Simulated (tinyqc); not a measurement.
Starting guesses with DIIS over 6 matrices: SCF starting guesses in the 6-31g basis, for H3, spin multiplicity 2. Computed by the program tinyqc with PySCF. UHF with one setting changed at a time; a run stops when the energy changes by less than 1e-09 hartree and the error matrix is below 1e-5. Starts: the lowest orbitals of the core Hamiltonian, of the Wolfsberg-Helmholz matrix (K = 1.75), projected atomic densities, random orbitals, and the highest orbitals of the core Hamiltonian (a deliberately bad start).

Geometry (angstrom):
```
atom       x       y        z
H     0.0000  0.0000   0.0000
H     0.0000  0.0000   0.9050
H     0.0000  0.0000  -0.9050
```

lowest solution found by these runs and by PySCF with stability checks = -1.595979 hartree

Largest element of the error matrix X^T (FDS - SDF) X:
```
iteration     core  Wolfsberg-Helmholz  atomic densities   random  highest core orbitals
1          1.6e-01             1.7e-01           1.1e-01  3.6e-01                9.4e-02
2          2.2e-02             3.3e-02           3.5e-02  1.3e-01                4.5e-02
3          5.9e-03             6.6e-03           1.6e-02  2.6e-02                1.8e-02
4          1.5e-03             1.8e-03           5.0e-03  1.7e-02                4.6e-03
5          1.1e-04             3.0e-04           9.2e-04  4.2e-03                9.0e-04
6          1.9e-05             3.9e-05           3.8e-05  1.5e-03                1.3e-04
8          1.2e-07             2.5e-07           1.1e-06  2.0e-05                1.5e-06
10               -                   -                 -  1.0e-06                      -
```

How each run ends:
```
run                    iterations  E (hartree)         state
core                            8     -1.59598  lowest found
Wolfsberg-Helmholz              8     -1.59598  lowest found
atomic densities                8     -1.59598  lowest found
random                         10     -1.59598  lowest found
highest core orbitals           9     -1.59598  lowest found
```

What does the comparison show, and why?

5 of 5 runs reach the lowest solution found, in 8 to 10 iterations (fastest: core, Wolfsberg-Helmholz, atomic densities). The first errors are 2e-01, 2e-01, 1e-01, 4e-01, 9e-02; the deliberately bad start has the smallest one, so a small first error does not mark a good start.
